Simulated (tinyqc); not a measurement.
Alloy A(1-x)B(x) by interpolation with bowing: one step. Electron mass of the alloy. Three cases, with inputs chosen for the exercise.

Question. Compare with the linear interpolation of the masses.

Each gap follows E(x) = (1 - x) E_A + x E_B - C x (1 - x); the lattice constant follows Vegard, a(x) = (1 - x) a_A + x a_B.

Mass at Gamma from the Kane formula 1/m = F + Ep (Eg + 2 Dso/3)/(Eg (Eg + Dso)). F is fixed by the masses of A and B and interpolated linearly, as is Ep; Eg and Dso carry their bowing.

Case 1.

Values chosen (A near GaSb, B near GaAs; not measured data): Eg = (0.823, 1.519) eV (gap at Gamma to the s-like level of A, B); Dso = (0.763, 0.34) eV (spin-orbit splitting of A, B); Ep = (26.9, 25.9) eV (Kane energy of A, B); me = (0.0391, 0.0669) m0 (electron mass at Gamma of A, B); C = (1.443, 1.231, 1.073) eV (bowing of the Gamma, X and L gaps); Cs = 0.65 eV (bowing of Dso); x = 0.51 (fraction of B).

Case 2.

Values chosen (A near InAs, B near GaAs; not measured data): Eg = (0.421, 1.535) eV (gap at Gamma to the s-like level of A, B); Dso = (0.391, 0.338) eV (spin-orbit splitting of A, B); Ep = (21.5, 25.5) eV (Kane energy of A, B); me = (0.0257, 0.0664) m0 (electron mass at Gamma of A, B); C = (0.562, 1.483, 0.348) eV (bowing of the Gamma, X and L gaps); Cs = 0.13 eV (bowing of Dso); x = 0.07 (fraction of B).

Case 3.

Values chosen (A near Ge, B near Si; not measured data): Eg = (0.899, 4.21) eV (gap at Gamma to the s-like level of A, B); Dso = (0.286, 0.045) eV (spin-orbit splitting of A, B); Ep = (26.3, 21.6) eV (Kane energy of A, B); me = (0.0379, 0.201) m0 (electron mass at Gamma of A, B); C = (0.205, 0.226, 0) eV (bowing of the Gamma, X and L gaps); Cs = 0 eV (bowing of Dso); x = 0.26 (fraction of B).

Give: F of A, B; Ep, Eg, Dso at x; m(x) from the Kane formula; m(x) linear.

Answer.

Case 1.

F of A, B: -1.8684  -1.0635

Ep, Eg, Dso at x (eV): 26.3900  0.8174  0.3848

m(x) from the Kane formula = 0.0365 m0
m(x) linear = 0.0533 m0

The Kane value lies 31.5 % below the linear one.

Case 2.

F of A, B: -3.9614  -0.5529

Ep, Eg, Dso at x (eV): 21.7800  0.4624  0.3788

m(x) from the Kane formula = 0.0275 m0
m(x) linear = 0.0285 m0

The Kane value lies 3.5 % below the linear one.

Case 3.

F of A, B: -0.5160  -0.1374

Ep, Eg, Dso at x (eV): 25.0780  1.7204  0.2233

m(x) from the Kane formula = 0.0735 m0
m(x) linear = 0.0803 m0

The Kane value lies 8.4 % below the linear one. The Gamma valley is not the lowest at this x.

Computed by tinyqc, one run a case: `OMP_NUM_THREADS=1 python tinyqc.py N N+1 out.jsonl` with N = 1050038, 1050116, 1050134; one thread of a shared Intel(R) Xeon(R) Processor @ 2.30GHz, about 0.01 s a run at most.
